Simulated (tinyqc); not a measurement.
Off-state leakage of single and stacked transistors: one step of the calculation.

n-channel devices of unit width. Subthreshold current I(Vg, Vs, Vd) = I0 (T/300 K)^0.5 exp[(Vg - Vs - VT(T) - gb (Vs - Vb) + dd (Vd - Vs))/(nf Vt)] (1 - exp(-(Vd - Vs)/Vt)), VT(T) = VT - cT (T - 300 K). Gate-edge tunnelling Ig (Vd/1 V) exp(ag (Vd - 1 V)), for a gate at 0 V, and band-to-band leakage Ab u exp(-Bb/u), u = Vd - Vb + 1 V, flow at a drain held at V; both are taken as independent of T. In a stack of off transistors (all gates at 0 V) the same subthreshold current passes through each.

Question. New Vx. Stack of two, Vx the node between them: I_low = I(0, 0, Vx), I_up = I(0, Vx, V), f = ln(I_up/I_low), f' = -(1 + gb + 2 dd)/(nf Vt) - 1/(Vt (exp(Vx/Vt) - 1)) - 1/(Vt (exp((V - Vx)/Vt) - 1)), Vx(new) = Vx - f/f'.

Inputs (values chosen for the exercise); values of the order met in bulk silicon logic transistors:
- T = 330 K (temperature)
- V = 0.8 V (supply voltage)
- VT = 0.3 V (threshold at 300 K, zero drain and body bias)
- cT = 0.9 mV/K (fall of the threshold with temperature)
- I0 = 0.16 uA/um (current at threshold at 300 K)
- nf = 1.23 (slope factor)
- dd = 0.05 (drain-induced lowering per volt)
- gb = 0.24 (rise of the threshold per volt of source-body bias)
- Vb = 0 V (body voltage)

Constants: q = 1.602176634e-19 C, kB = 1.380649e-23 J/K, Vt = kB T/q. Results are converted to the units shown.

Vx at the start = 0.03 V

Find: I_low; I_up; f; f'; Vx after iteration 1.

Answer.

I_low = 0.04655 nA/um
I_up = 0.07101 nA/um
f = 0.4223
f' = -57.10 1/V
Vx after iteration 1 = 0.03740 V

tinyqc, about 0.03 s, one thread, Intel Xeon 2.30GHz (shared host): `OMP_NUM_THREADS=1 python tinyqc.py 2242180 2242181 out.jsonl`
